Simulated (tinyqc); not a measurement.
Saturation velocity and mobility from two gate lengths.

Question. Isat = Cox vsat Vg (x - 1)/(x + 1) per width, x = sqrt(1 + 2 mu Vg/(m vsat L)), with no series resistance and the same overdrive Vg and mu at both lengths. Find vsat and mu.

Values chosen for this exercise: gate capacitance Cox = 1.64 uF/cm^2; body factor m = 1.16.

Vg = 0.87 V
Isat at L = 0.05 and 0.15 um (uA/um): [573.07082, 401.12184]

Answer. The ratio of the currents depends on c = 2 mu Vg/(m vsat) alone and falls steadily from L2/L1 to 1 as c grows, so it fixes c; either current then gives vsat.

vsat = 6.700e6 cm/s
mu = 333.8 cm^2/(V s)

Computed by the program tinyqc: `OMP_NUM_THREADS=1 python tinyqc.py 2500010 2500011 out.jsonl`, one thread of a shared Intel Xeon 2.30GHz, about 0.01 s for the whole run.
